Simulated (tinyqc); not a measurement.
# Contact transmission and back-scattering length from two lengths

Problem. A channel with M modes has R = RQ (2/tc - 1 + L/lam), RQ = (h/2q^2)/M. Find lam and tc.

Constants: q = 1.602176634e-19 C, h = 6.62607015e-34 J s. Results are converted to the units shown.

R at L = 44 and 350 nm (ohm um): [2748.1885, 4022.3487]
M = 35.222484 1/um

Solution. The slope is RQ/lam and the intercept RQ (2/tc - 1).

lam = 88.0 nm
tc = 0.250

Computed by the program tinyqc: `OMP_NUM_THREADS=1 python tinyqc.py 2760164 2760165 out.jsonl`, one thread of a shared Intel Xeon 2.30GHz, about 0.01 s for the whole run.
